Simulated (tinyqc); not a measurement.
# Ion implantation: universal nuclear stopping, Lindhard-Scharff electronic stopping and a Gaussian range profile, step by step

A worked calculation. Computed by tinyqc, a small Python program that keeps every step. Command: `OMP_NUM_THREADS=1 python tinyqc.py 3005808 3005809 out.jsonl implant walk`. One thread of a shared host (Intel(R) Xeon(R) Processor @ 2.30GHz), about 0.06 s of CPU time with the checks. Intermediate numbers are printed to about 5 digits and carried at full precision; extremes and crossings named in words are read from the listed rows.

An ion slows by elastic collisions with screened nuclei and by friction with electrons; channelling is ignored and the target is uniform.

Inputs (values chosen for the exercise, modelled on arsenic ions in silicon): ion atomic number Z1 = 33; ion mass M1 = 75 u; target atomic number Z2 = 14; target mass M2 = 28.09 u; target density N = 49.94 1/nm^3; ion energy E = 100 keV; scale factor of electronic stopping k = 1.2; dose Q = 1.6e+14 1/cm^2; background C_B = 7.3e+16 1/cm^3; displacement energy E_d = 15 eV; tilt angle = 45 degrees; screen thickness d = 17 nm.

Follow-up: tilt and screen oxide.

## Stopping at the entry energy

Reduced energy eps = 32.53 M2 E/(Z1 Z2 (M1 + M2)(Z1^0.23 + Z2^0.23)), E in keV; s_n = ln(1 + 1.1383 eps)/(2 (eps + 0.01321 eps^0.21226 + 0.19593 eps^0.5)) for eps up to 30 and ln(eps)/(2 eps) above; S_n = 8.462 Z1 Z2 M1 s_n/((M1 + M2)(Z1^0.23 + Z2^0.23)) in 1e-15 eV cm^2. S_e = k 3.83 Z1^(7/6) Z2/(Z1^(2/3) + Z2^(2/3))^(3/2) sqrt(E/M1) in 1e-15 eV cm^2, E in keV. dE/dx = N (S_n + S_e); 1e-15 eV cm^2 = 0.1 eV nm^2.

reduced energy eps = 0.47142

s_n = 0.34801

S_n = 243.21 x 1e-15 eV cm^2

S_e = 67.992 x 1e-15 eV cm^2

energy loss dE/dx = 1554.1 eV/nm

Nuclear stopping carries 78 % of the loss at entry.

## Range and straggle

Path length R = int_0^E dE'/(N (S_n + S_e)); energy lost to nuclei nu = int_0^E S_n/(S_n + S_e) dE' (both with E' = E y^3 and 64 Gauss-Legendre points in y). Estimates of Lindhard type: R_p = R/(1 + M2/(3 M1)), straggle dR_p = (2/3) R_p sqrt(M1 M2)/(M1 + M2).

path length R = 79.552 nm

projected range R_p = 70.723 nm

straggle dR_p = 20.992 nm

energy lost to nuclei nu = 84.024 keV

84 % of the energy goes to nuclei over the whole path.

## Gaussian profile

C(x) = C_p exp(-(x - R_p)^2/(2 dR_p^2)) with C_p = Q/(sqrt(2 pi) dR_p), 1 nm = 1e-7 cm; the profile falls to the background at x_j = R_p + dR_p sqrt(2 ln(C_p/C_B)); the peak atomic fraction is C_p/N.

peak concentration C_p = 3.0407e+19 1/cm^3

Depth x_j where C falls to C_B = 143.64 nm

peak atomic fraction = 6.0887e-04

## Damage

Kinchin-Pease count with efficiency 0.8: N_d = 0.8 nu/(2 E_d), taking all of nu as damage energy (an upper estimate, as recoils also lose energy to electrons). Spread over a depth R_p + dR_p, displacements per atom = Q N_d/(N (R_p + dR_p)).

displacements per ion N_d = 2240.6

displacements per atom = 0.78271

One displacement per atom would need a dose of 2.0e14 per cm^2 if no defects annealed. Caution: above a few tenths of a displacement per atom cascades overlap, so the count overstates new damage; heavy ions turn silicon and germanium amorphous at such levels, while light ions such as boron and metal targets anneal much of the damage.

## Tilt and screen

Depths scale with cos(tilt): R_p cos and dR_p cos (lateral straggle ignored); the screen stops like the target. Fraction in the substrate = (1/2) erfc((d - R_p cos)/(sqrt2 dR_p cos)); peak depth below the screen = R_p cos - d.

fraction in the substrate = 0.98692

peak depth below the screen = 33.009 nm

1.3 % of the dose does not reach the substrate.

## Nuclear against electronic stopping over energy

The formulas are those given above.

Stopping (1e-15 eV cm^2) and range:
```
E (keV)         eps     S_n     S_e  R (nm)     nu/E
1        4.7142e-03   83.47    6.80    4.92  0.92437
2        9.4283e-03  111.81    9.62    6.81  0.92356
5        2.3571e-02  155.20   15.20   10.87  0.91877
10       4.7142e-02  189.10   21.50   16.09  0.91142
20       9.4283e-02  219.29   30.41   24.72  0.89952
50       2.3571e-01  243.88   48.08   46.58  0.87315
100      4.7142e-01  243.21   67.99   79.55  0.84024
200      9.4283e-01  222.29   96.16  142.91  0.78909
500      2.3571e+00  170.39  152.03  330.54  0.67924
```

Nuclear stopping peaks near 50 keV among these rows (eps = 0.24; the universal curve peaks near 0.3). Nuclear stopping leads throughout. The path length grows as E^0.47 at the low end and E^0.92 at the high end; constant stopping would give E^1, and stopping that rises with E, be it nuclear (below its peak) or electronic, gives a lower exponent.

Checks made by the program: range against adaptive quadrature (relative difference 5e-06).
